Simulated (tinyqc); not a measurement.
Disorder broadening of a semi-elliptic band in the self-consistent Born approximation: one step of the calculation.

The local Green function is G = g0(z - Sigma) with z = E + i eta and g0(z) = (z - sqrt(z - 2t) sqrt(z + 2t))/(2 t^2), principal roots; the self-energy is Sigma = D G. The density of states is -Im G/pi.

Task. Born step. G = g0(z - Sigma), Sigma(out) = D G, Sigma(new) = Sigma + mix (Sigma(out) - Sigma).

Values chosen for this exercise:

| symbol | value | unit | meaning |
|---|---|---|---|
| t | 1 | eV | hopping |
| D | 0.93 | eV^2 | variance of the random site energy |
| eta | 0.03 | eV | bare broadening |
| E | 1.618 | eV | energy from the band centre |
| mix | 0.5 |  | mixing |

Sigma after iteration 1 = 0.36659434-0.26661315i eV

Wanted: G; Sigma(out); Sigma after iteration 2.

Result.

G = 0.5101-0.6541i 1/eV
Sigma(out) = 0.4744-0.6083i eV
Sigma after iteration 2 = 0.4205-0.4375i eV

Range of the model: The self-consistent Born approximation misses band tails from rare fluctuations and localisation.

tinyqc, about 0.01 s, one thread, Intel Xeon 2.30GHz (shared host): `OMP_NUM_THREADS=1 python tinyqc.py 2720033 2720034 out.jsonl`
